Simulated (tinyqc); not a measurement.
Kronig-Penney superlattice by transfer matrices: sweeps and comparisons. A value that a table varies takes the place of the one given here.

Wells (width a, potential 0, mass mw) alternate with barriers (width b, height V0, mass mb); period d = a + b; c = hbar^2/2m0. The vector (psi, psi'/m) is continuous, and a layer of thickness t carries it by M = [[cos kt, (m/k) sin kt], [-(k/m) sin kt, cos kt]] with k = sqrt(m (E - V)/c); for E < V, k = i kappa gives [[cosh, (m/kappa) sinh], [(kappa/m) sinh, cosh]] of kappa t. A Bloch state obeys cos(q d) = tr(Mb Mw)/2.

Constants: hbar^2/2m0 = 3.80998211 eV angstrom^2.

Inputs chosen for the exercise (near those of the light valleys of a Si film between layers of SiO2; the results hold for these values, not for the real material): a = 12 angstrom (well width); V0 = 3.271 eV (barrier height); mw = 0.194 m0 (mass in the wells); mb = 0.519 m0 (mass in the barriers); bs = (3, 4.5, 6, 7.8, 9.6, 12, 15) angstrom (barrier widths); b = 6 angstrom (barrier width).

## Barrier width

First miniband against b. m_z = -2 c f'/d^2 with f = tr M/2 at the bottom of the band. E1 is the level of the single well, kappa1 its decay constant in the barrier.

First miniband:
```
b (angstrom)  bottom (eV)  top (eV)  W (meV)    ln W  m_z (m0)
3.0                0.4116    0.6110    199.4   5.295     0.430
4.5                0.4660    0.5450    78.95   4.369     0.791
6.0                0.4887    0.5201    31.39   3.447      1.57
7.8                0.4990    0.5094    10.39   2.341      3.81
9.6                0.5024    0.5059    3.442   1.236      9.56
12.0               0.5037    0.5045   0.7887  -0.237      33.6
15.0               0.5041    0.5042   0.1250  -2.079       167
```

E1 = 0.5041 eV
kappa1 = 0.6139 1/angstrom

W falls from 199.4 to 0.13 meV, and both edges close in on E1. The slope of ln W is -0.6177 per angstrom over the first two rows and -0.6139 over the last two, against -kappa1 = -0.6139: the width follows one power of the tunnelling amplitude once the wells couple weakly. m_z grows by a factor 389.1. Layers under about 10 angstrom are at the limit of envelope theory.

## From one barrier to a miniband

Transmission through N barriers separated by wells, between leads of the well material: T = 4/[(M11 + M22)^2 + (u M12 - M21/u)^2] with u = k/mw and M the product over all layers; twelve evenly spaced energies around the first miniband.

Transmission:
```
E (eV)    tr M/2 of a period    N = 1     N = 2     N = 4     N = 8
0.474564               1.967  0.00209  0.000135  7.43e-07  2.30e-11
0.480271               1.571  0.00211  0.000214  3.46e-06  9.59e-10
0.485979               1.182  0.00214  0.000383  2.97e-05  2.50e-07
0.491687               0.800  0.00217  0.000846   0.00268  0.000945
0.497394               0.425  0.00219   0.00303   0.00186    0.0135
0.503102               0.057  0.00222     0.147    0.0419    0.0114
0.508810              -0.305  0.00225   0.00602   0.00228   0.00537
0.514517              -0.660  0.00227   0.00131    0.0194   0.00526
0.520225              -1.009  0.00230  0.000567  0.000132  2.54e-05
0.525933              -1.351  0.00233  0.000320  1.14e-05  1.68e-08
0.531640              -1.686  0.00236  0.000208  2.36e-06  3.20e-10
0.537348              -2.016  0.00238  0.000147  7.24e-07  1.79e-11
```

5 of the energies lie in the miniband (|tr M/2| <= 1); there T for N = 8 runs between 0.000945 and 0.0135. In the gaps it falls with N: at E = 0.5373 eV from 7.24e-07 (N = 4) to 1.79e-11 (N = 8), a slope of ln T of -2.65 a period, against -2 arccosh|tr M/2| = -2.65.

## What each parameter does

Bottom and width of the first miniband, the gap above it, and m_z = -2 c f'/d^2 with f = tr M/2. Each row changes one parameter from the base and keeps the others.

Results:
```
case             bottom (eV)  width (meV)  gap (meV)  m_z (m0)
base                  0.4887         31.4     1543.0    1.5747
a = 14 angstrom       0.4014         22.9     1264.5    1.7354
b = 5 angstrom        0.4759         58.0     1490.4    0.9888
V0 = 3.762 eV         0.5182         24.0     1642.2    2.0372
mw = 0.1746 m0        0.5043         34.0     1640.2    1.4572
mb = 0.4411 m0        0.5085         43.3     1531.1    1.1600
```

The largest shifts from the base row, up to three for each result and ties (the steps differ in size, so this ranks the rows, not the parameters). bottom (eV): a -0.0873, V0 +0.0296, mb +0.0198. width (meV): b +26.7, mb +11.9, a -8.5. gap (meV): a -278.6, V0 +99.2, mw +97.1. m_z (m0): b -0.5860, V0 +0.4625, mb -0.4148.

tinyqc: `OMP_NUM_THREADS=1 python tinyqc.py 1280110 1280111 out.jsonl`; about 0.2 s, one thread, shared Intel(R) Xeon(R) Processor @ 2.30GHz.
